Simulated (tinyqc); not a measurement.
# Surface potential of a MOS transistor: implicit equation and explicit approximations: what changes with what

p-type body, charge-sheet picture, depletion and inversion only, full ionisation (an idealisation for deep acceptors), Boltzmann statistics (rough once Na exp(x - xn) passes about Nc/7). In units of Vt: xg = (Vg - Vfb)/Vt, x = psi/Vt, G = gamma/sqrt(Vt), xn = (2 phiF + Vc)/Vt. The implicit equation is (xg - x)^2 = G^2 [x - 1 + exp(x - xn)] for x above about 3. Cox = eps0 eox/tox.

Inputs (values chosen for the exercise); band and dielectric values close to those of silicon:
```
symbol    value   unit                                                                 meaning
T           300      K                                                             temperature
Eg         1.12     eV                                                                band gap
eps_r      11.6                                                          relative permittivity
Nc      2.76e19  cm^-3                                  conduction-band density of states at T
Nv      2.66e19  cm^-3                                     valence-band density of states at T
eox         3.9         relative permittivity of the gate insulator (close to silicon dioxide)
tox         1.4     nm                                                     insulator thickness
Na       9.2e16  cm^-3                                                        acceptor density
Vfb       -0.56      V                                                       flat-band voltage
Vc            0      V                                                    channel-body voltage
Vg         0.97      V                                                       gate-body voltage
```

Constants: q = 1.602176634e-19 C, kB = 1.380649e-23 J/K, Vt = kB T/q, eps0 = 8.8541878128e-14 F/cm where lengths are in cm. Results are converted to the units shown.

Each table varies one quantity; the others keep the values above.

## Accuracy of the approximations against gate voltage

ni = sqrt(Nc Nv) exp(-Eg/(2 Vt)), Eg in volts; phiF = Vt ln(Na/ni); gamma = sqrt(2 q eps0 eps_r Na)/Cox; VT = Vfb + Vt (xn + G sqrt(xn - 1)). Depletion value a = 1 + [sqrt(G^2/4 + xg - 1) - G/2]^2; inversion value b = xn + ln[(xg - xn)^2/G^2 - xn + 1] and first guess y = min(a, b) - ln(1 + exp(-|a - b|)) if a > xn + 1, else b = y = a; one second-order correction with D = exp(y - xn), p = 2 (xg - y) + G^2 (1 + D), w = (xg - y)^2 - G^2 (y - 1 + D): z = y + 2 w/(p + sqrt(p^2 - 2 (2 - G^2 D) w)), or the Newton step z = y + w/p where the root is not real. N_inv = (Cox Vt G/q) [sqrt(x - 1 + exp(x - xn)) - sqrt(x - 1)] at the root. Lambert form (Cox m Vt/q) W0[(G/(2 m sqrt(xn - 1))) exp((Vg - VT)/(m Vt))], m = 1 + G/(2 sqrt(xn - 1)). Errors under 1e-4 mV, and the linear form below VT, are printed as 0.

Results:
```
Vg (V),psi (V),x - xn,error of y (mV),error of z (mV),N_inv (cm^-2),Cox (Vg - VT)/q (cm^-2),Lambert form (cm^-2)
-0.07,0.44436,-14.764,0,0,8403.3,0,5554.3
0.13,0.63494,-7.3923,6.89e-4,0,1.1081e7,0,9.4844e6
0.53,0.94937,4.7705,31.4,11.4,1.1212e12,3.0920e12,1.2734e12
0.73,0.99335,6.4716,24.1,7.82,3.4986e12,6.1710e12,3.8903e12
0.93,1.0182,7.4334,18.0,-4.54,6.1812e12,9.2499e12,6.7419e12
1.13,1.0354,8.0990,14.5,-1.46,8.9859e12,1.2329e13,9.6715e12
1.33,1.0485,8.6059,12.2,-0.737,1.1856e13,1.5408e13,1.2640e13
1.53,1.0591,9.0143,10.6,-0.437,1.4767e13,1.8487e13,1.5631e13
```

Estimate the missing row, Vg = 0.33 V.

Computed row:
```
Vg (V),psi (V),x - xn,error of y (mV),error of z (mV),N_inv (cm^-2),Cox (Vg - VT)/q (cm^-2),Lambert form (cm^-2)
0.33,0.82589,-0.0058988,0.967,0,1.5479e10,1.3039e10,1.5597e10
```

With this row back in the table: psi rises from 0.444 to 1.06 V and ends 9.0 Vt above 2 phiF + Vc. Among the rows the first guess is off by at most 31 mV (at Vg = 0.53 V) and the corrected value by at most 11 mV. In the last row the linear form is 25 % above N_inv and the Lambert form 5.9 % above it; in the first row the Lambert form is 34 % below it. For Vg = 0.53, 0.73, 0.93, 1.13, 1.33, 1.53 the electron quasi-Fermi level lies less than 2 Vt below the band edge at the surface, or above it, where degeneracy and confinement, left out, matter.

## Effect of the acceptor density at fixed gate voltage

Same model as above.

Vfb is held fixed.

Effect of the acceptor density at fixed gate voltage:
```
Na (cm^-3),psi (V),x - xn,error of y (mV),error of z (mV),N_inv (cm^-2),Cox (Vg - VT)/q (cm^-2),Lambert form (cm^-2)
3.1e15,0.9425,11.28,20.9,6.29,8.854e12,1.338e13,1.015e13
6.7e15,0.9608,10.45,20.1,5.88,8.480e12,1.268e13,9.610e12
1.5e16,0.9798,9.575,19.2,5.43,8.042e12,1.191e13,9.000e12
3.2e16,0.9976,8.748,18.4,-5.90,7.565e12,1.112e13,8.365e12
7e16,1.016,7.887,17.5,-3.74,6.973e12,1.021e13,7.615e12
1.5e17,1.033,7.037,16.6,-2.72,6.256e12,9.188e12,6.751e12
3.4e17,1.051,6.093,15.9,-2.10,5.258e12,7.852e12,5.604e12
7.4e17,1.066,5.121,15.8,-1.95,3.998e12,6.243e12,4.214e12
```

As Na goes from 3.1e15 to 7.4e17, psi rises from 0.942 to 1.07 V, x - xn falls from 11.3 to 5.12 and N_inv falls from 8.85e12 to 4.00e12 cm^-2. The Lambert form lies between 1.05 and 1.15 times N_inv. In every row the electron quasi-Fermi level lies less than 2 Vt below the band edge at the surface, or above it, where degeneracy and confinement, left out, matter.

Program tinyqc, `OMP_NUM_THREADS=1 python tinyqc.py 2122070 2122071 out.jsonl`; Intel Xeon 2.30GHz, shared host, one thread, about 0.01 s.
